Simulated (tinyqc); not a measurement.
From lone donors to an impurity band: impurity band of shallow donors (Hubbard estimate).

Constants: e^2/(4 pi eps0) = 14.39964547 eV angstrom.

Parameters, chosen for this exercise (out of a larger set: near those of two donors in Si; not measured data):

| symbol | value | unit | meaning |
|---|---|---|---|
| a | 18.6 | angstrom | orbital radius |
| eps | 11.5 |  | dielectric constant |
| Ns | (0.035, 0.088, 0.21, 0.53, 1.2, 2.6, 5.3) | x 1e18/cm^3 | donor densities |

Donors on a simple cubic lattice of spacing R = N^(-1/3) (1/angstrom^3 = 1e24/cm^3), Ha* = q/(eps a), q = e^2/(4 pi eps0), x = R/a. Hopping t = Ha* (1 + x) exp(-x), band width B = 12 t, on-site repulsion U = (5/8) Ha*; the gap closes near B/U = 1.15. Valley factors and disorder are left out.

Results:

| N (1e18/cm^3) | R (angstrom) | N^(1/3) a | t (meV) | B (meV) | B/U |
|---|---|---|---|---|---|
| 0.035 | 305.7 | 0.061 | 8.54e-05 | 0.00102 | 2.44e-05 |
| 0.088 | 224.8 | 0.083 | 0.00496 | 0.0595 | 0.00141 |
| 0.21 | 168.2 | 0.111 | 0.0798 | 0.957 | 0.0228 |
| 0.53 | 123.6 | 0.151 | 0.670 | 8.04 | 0.191 |
| 1.2 | 94.1 | 0.198 | 2.59 | 31.1 | 0.739 |
| 2.6 | 72.7 | 0.256 | 6.62 | 79.5 | 1.89 |
| 5.3 | 57.4 | 0.324 | 12.6 | 151 | 3.59 |

What can be read from this table?

B/U passes 1.15 between 1.2 and 2.6 x 1e18/cm^3; the root is x = 4.52, N^(1/3) a = 0.221, N = 1.7 x 1e18/cm^3, below the 2.7 that the empirical rule N^(1/3) a = 0.26 gives; the estimate is rough, since random positions, the overlap of the orbitals and screening are left out. While N grows by 151 times, t grows by 1.47e+05 times.

(tinyqc, `OMP_NUM_THREADS=1 python tinyqc.py 1251599 1251600 out.jsonl`, Intel(R) Xeon(R) Processor @ 2.30GHz, 1 thread, shared host, about 0.01 s.)
